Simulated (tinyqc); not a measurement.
Internal loss and injection efficiency from two cavity lengths.

Question. The differential efficiency of both facets obeys 1/eta_d = (1/eta)[1 + 2 ai Lc/ln(1/(R1 R2))]. Find eta and ai.

Values chosen for this exercise: front reflectance R1 = 0.32; back reflectance R2 = 0.32.

differential efficiency at Lc = 500 and 1250 um: 0.71457391  0.58381407

Answer. 1/eta_d is linear in Lc: the intercept is 1/eta, and slope over intercept is 2 ai/ln(1/(R1 R2)).

eta = 0.8400
ai = 4.000 1/cm

Program tinyqc, `OMP_NUM_THREADS=1 python tinyqc.py 2840105 2840106 out.jsonl`; Intel Xeon 2.30GHz, shared host, one thread, about 0.02 s.
